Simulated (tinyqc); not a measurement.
Inside a calculation. Method: one-electron ion in a basis of Gaussians. One step of it, computed by the program tinyqc.

Question. Matrices over normalised Gaussians. With p = a_i + a_j and I(k) = Gamma((k+1)/2) / (2 p^((k+1)/2)): S = I(2l+2), T = (2l+3) a_i a_j S / p, V = -Z I(2l+1), each divided by sqrt(S_ii S_jj).

exponents of r^l exp(-a r^2) (1/bohr^2): [0.054900, 0.177300]

Z = 2

l = 1

Give: S; T; V.

Answer.

S:
```
[[1.0000, 0.6657],
 [0.6657, 1.0000]]
```

T (hartree):
```
[[0.1373, 0.1395],
 [0.1395, 0.4432]]
```

V (hartree):
```
[[-0.4985, -0.4826],
 [-0.4826, -0.8959]]
```
